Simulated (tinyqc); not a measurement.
Worked calculation: tight binding, dimerised chain. One step of it, computed by the program tinyqc.

Question. Levels at X. Diagonalise the Hermitian matrix.

H(k) at X (eV):
```
          A         B
A  0.000000  1.260000
B  1.260000  0.000000
```

Give: eigenvalues; weights |c|^2 of the basis functions.

Answer.

eigenvalues (eV): -1.2600  1.2600

weights |c|^2 of the basis functions:
```
   band 1  band 2
A  0.5000  0.5000
B  0.5000  0.5000
```
